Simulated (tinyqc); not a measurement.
What each parameter does: Kronig-Penney superlattice by transfer matrices.

Wells (width a, potential 0, mass mw) alternate with barriers (width b, height V0, mass mb); period d = a + b; c = hbar^2/2m0. The vector (psi, psi'/m) is continuous, and a layer of thickness t carries it by M = [[cos kt, (m/k) sin kt], [-(k/m) sin kt, cos kt]] with k = sqrt(m (E - V)/c); for E < V, k = i kappa gives [[cosh, (m/kappa) sinh], [(kappa/m) sinh, cosh]] of kappa t. A Bloch state obeys cos(q d) = tr(Mb Mw)/2.

Constants: hbar^2/2m0 = 3.80998211 eV angstrom^2.

Values chosen for the exercise (near those of a GaAs superlattice with barriers of AlGaAs; shifted at random, so the results belong to these values and not to a real crystal):

| symbol | value | unit | meaning |
|---|---|---|---|
| a | 48 | angstrom | well width |
| b | 31 | angstrom | barrier width |
| V0 | 0.178 | eV | barrier height |
| mw | 0.0664 | m0 | mass in the wells |
| mb | 0.0853 | m0 | mass in the barriers |

Bottom and width of the first miniband, the gap above it, and m_z = -2 c f'/d^2 with f = tr M/2.

One parameter was then changed.

Results before and after:

| case | bottom (eV) | width (meV) | gap (meV) | m_z (m0) |
|---|---|---|---|---|
| base | 0.0538 | 38.6 | 113.7 | 0.0929 |
| changed | 0.0546 | 40.8 | 121.2 | 0.0878 |

Which of these changes was made? (a) mw = 0.0598 m0; (b) mb = 0.0725 m0; (c) a = 43 angstrom; (d) V0 = 0.205 eV; (e) b = 36 angstrom.

Answer: (a) mw = 0.0598 m0. Of the candidates, run in turn, only this one gives the changed row.

All candidates:

| case | bottom (eV) | width (meV) | gap (meV) | m_z (m0) |
|---|---|---|---|---|
| base | 0.0538 | 38.6 | 113.7 | 0.0929 |
| a = 43 angstrom | 0.0593 | 46.2 | 120.3 | 0.0908 |
| b = 36 angstrom | 0.0570 | 29.7 | 116.8 | 0.1013 |
| V0 = 0.205 eV | 0.0596 | 35.0 | 127.7 | 0.0985 |
| mw = 0.0598 m0 | 0.0546 | 40.8 | 121.2 | 0.0878 |
| mb = 0.0725 m0 | 0.0546 | 45.9 | 105.6 | 0.0821 |

tinyqc: `OMP_NUM_THREADS=1 python tinyqc.py 1250217 1250218 out.jsonl`; about 0.2 s, one thread, shared Intel(R) Xeon(R) Processor @ 2.30GHz.
